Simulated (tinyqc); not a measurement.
## Film thickness from the threshold shift

Question. Undoped body with a flat potential across it, hard walls, transport along x. One isotropic valley (g = 1, mx = my = mz = me). Non-parabolicity enters the subband edges through E (1 + al E) = gamma, so E = 2 gamma/(1 + sqrt(1 + 4 al gamma)); motion within a subband is taken as parabolic with the band-edge mass. Energies are counted from the bulk band edge. gamma = C (pi k/(t + dl))^2/mz, C = hbar^2/(2 m0). Each subband has N_k = g sqrt(mx my) m0 kB T/(pi hbar^2); without degeneracy n = exp(EF/Vt) sum N_k exp(-E_k/Vt). Classical value Nc times t, Nc = sum over valleys of 2 g (m m0 kB T/(2 pi hbar^2))^1.5 with m = (mx my mz)^(1/3). Threshold shift dVT = Vt ln(classical value/sum N_k exp(-E_k/Vt)). Find t and the lowest subband edge.

Parameters, values chosen for the exercise; masses close to those of InAs:
- T = 300 K (temperature)
- me = 0.023 m0 (mass at the band edge)
- al = 2.9 1/eV (non-parabolicity)
- dl = 0.2 nm (widening of the box by penetration into the insulator)

Constants: q = 1.602176634e-19 C, kB = 1.380649e-23 J/K, hbar = 1.054571817e-34 J s, m0 = 9.1093837015e-31 kg, Vt = kB T/q, hbar^2/(2 m0) = 0.0380998212 eV nm^2. Results are converted to the units shown.

dVT = 278.64457 mV

Answer. dVT is evaluated for trial values of t with all subbands; between 1.5 and 25 nm one value matches.

t = 4.90 nm
E_1 = 324 meV

Computed by the program tinyqc: `OMP_NUM_THREADS=1 python tinyqc.py 2350077 2350078 out.jsonl`, one thread of a shared Intel Xeon 2.30GHz, about 0.03 s for the whole run.
